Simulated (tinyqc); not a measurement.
Inside a calculation. Method: tight binding, kagome lattice. One step of it, computed by the program tinyqc.

Problem. Levels at K. Diagonalise the Hermitian matrix.

H(k) at K (eV), order A, B, C:
$$\begin{pmatrix}
0.000000 & -1.165000+1.151814i & -1.165000-1.151814i \\
-1.165000-1.151814i & 0.000000 & -1.165000+1.151814i \\
-1.165000+1.151814i & -1.165000-1.151814i & -0.100000
\end{pmatrix}$$

Give: eigenvalues; weights |c|^2 of the basis functions.

Solution.

eigenvalues (eV): [-2.364, -0.863, 3.127]

weights |c|^2 of the basis functions, order A, B, C:
$$\begin{pmatrix}
0.324 & 0.338 & 0.338 \\
0.324 & 0.338 & 0.338 \\
0.352 & 0.324 & 0.324
\end{pmatrix}$$
